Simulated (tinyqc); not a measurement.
Diamond against structures with more neighbours: Stillinger-Weber potential for a tetrahedral semiconductor. Computed by tinyqc, a small Python program. Command: `OMP_NUM_THREADS=1 python tinyqc.py 3005536 3005537 out.jsonl swsi walk`. One thread of a shared host (Intel(R) Xeon(R) Processor @ 2.30GHz), about 0.03 s of CPU time with the checks.

With x = r/sigma: pair term eps A (B x^-4 - 1) exp(1/(x - a)); for each pair of neighbours j, k of atom i, three-body term eps lambda exp(gamma/(x_ij - a) + gamma/(x_ik - a)) (cos theta_jik + 1/3)^2; both vanish beyond x = a. A = 7.049556277, B = 0.6022245584, a = 1.8.

Inputs (values chosen for the exercise, modelled on silicon): energy scale eps = 2.174 eV; length scale sigma = 2.108 angstrom; three-body strength lambda = 21.8; gamma = 1.3.

Method. Each structure is relaxed in its neighbour distance d (lowest minimum for d between sigma and 1.7 sigma), with all neighbours inside the cut-off, second shells too where they fall inside.

Energies per atom (eV):
```
structure     first neighbours  d (angstrom)     pair  three-body    total  volume (angstrom^3)
diamond                      4        2.3661  -4.3480      0.0000  -4.3480               20.396
simple cubic                 6        2.5815  -5.9213      1.3781  -4.5432               17.203
bcc                          8        2.7535  -7.7356      2.6024  -5.1332               16.070
fcc                         12        2.8752  -7.6668      2.6023  -5.0645               16.806
```

The order is bcc < fcc < simple cubic < diamond, the lowest two 0.069 eV apart. Against diamond the pair energy changes by -1.57 (simple cubic), -3.39 (bcc), -3.32 (fcc) eV, while angles away from 109.47 degrees cost 1.38, 2.60, 2.60 eV; the bonds stretch to 2.88 angstrom in fcc to weaken that penalty. With lambda = 21.8 and gamma = 1.3 (21 and 1.2 in the original fit to silicon) the three-body term, which a larger gamma damps, does not keep diamond lowest, unlike the element itself.

Extremes, crossings and ranges named in words are read from the listed rows.
